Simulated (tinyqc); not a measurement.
Debye-Callaway model of lattice thermal conductivity. Changing the temperature T. Computed by tinyqc, a small Python program. Command: `OMP_NUM_THREADS=1 python tinyqc.py 3012654 3012655 out.jsonl callaway sweep`. One thread of a shared host (Intel(R) Xeon(R) Processor @ 2.30GHz), about 0.02 s of CPU time with the checks.

Three acoustic branches with one velocity v, cut at omega_D = k_B Theta/hbar; x = hbar omega/(k_B T). v and Theta are separate inputs: Theta cuts off the heat-carrying modes, so C need not reach 3 k_B/V. gamma is an effective value that sets the umklapp rate.

Inputs (values chosen for the exercise, modelled on aluminium nitride): sound velocity v = 7230 m/s; Debye temperature Theta = 975 K; volume per atom V = 10.4 angstrom^3; mean atomic mass M = 20.5 u; effective Grueneisen parameter gamma = 2.11; umklapp exponent divisor b = 3; mass variance Gamma = 4.2e-06; Casimir length L = 87 micrometre.

Sample: crystal. Point defects: isotopes. Normal processes: left out.

Constants: k_B = 1.380649e-23 J/K; hbar = 1.054571817e-34 J s; u = 1.6605390666e-27 kg.

Method:
- Gamma is given directly by the isotope mixture. A = V Gamma/(4 pi v^3).
- Rates: point defects A omega^4; umklapp B omega^2 T exp(-Theta/(b T)) with B = hbar gamma^2/(M v^2 Theta). Boundaries: v/L.
- kappa_1 = c int tau_C g dx, g = x^4 e^x/(e^x - 1)^2, c = (k_B/(2 pi^2 v)) (k_B T/hbar)^3, over 0 < x < min(Theta/T, 40), by 96 Gauss-Legendre points in s with x = x_max s^2; tau_C = tau_R, the inverse of the summed rates, and kappa = kappa_1.
- Heat capacity C = 3 c int g dx / v^2; grey free path 3 kappa/(C v); the median free path v tau_C halves kappa_1 when the quadrature points are ordered by free path (each counted at half its weight, interpolated in the logarithm); likewise at 10 % and 90 %.

One run for each value:
```
temperature T (K)  kappa (W/(m K))  heat capacity C (J/(m^3 K))  grey free path (nm)  median free path (nm)
16                           277.0                   1.3256e+03           8.6718e+04             8.6926e+04
25                          1041.5                   5.0567e+03           8.5459e+04             8.6569e+04
40                          3894.4                   2.0712e+04           7.8018e+04             8.3177e+04
63                          6677.5                   8.0878e+04           3.4258e+04             4.4667e+04
98                          3007.2                   2.9609e+05           4.2142e+03             7.5514e+03
150                         1173.4                   8.6629e+05           5.6205e+02             1.0730e+03
240                          491.4                   1.9007e+06           1.0728e+02             1.7840e+02
380                          234.4                   2.8292e+06           3.4377e+01             5.0624e+01
590                          123.1                   3.3709e+06           1.5158e+01             2.1034e+01
930                           66.9                   3.6457e+06           7.6179e+00             1.0292e+01
1500                          37.1                   3.7691e+06           4.0847e+00             5.4607e+00
```

Over the rows, kappa (W/(m K)) goes from 277 through a maximum among these rows, 6680 at 63.0, to 37.1; heat capacity C (J/(m^3 K)) rises from 1330 to 3.77e6 (exponent d ln y / d ln x 3.0 between the first rows and 0.070 between the last); grey free path (nm) falls from 86700 to 4.08 (exponent d ln y / d ln x -0.033 between the first rows and -1.3 between the last). At the low end the exponent of kappa is 2.97, close to 3: boundary scattering with C growing as T^3. At the low end the exponent of heat capacity C is 3.00, close to 3: the Debye T^3 law. Below the peak the free path saturates and kappa follows C; above it phonon-phonon scattering shortens the free path faster than C grows.

Extremes, crossings and ranges named in words are read from the listed rows.
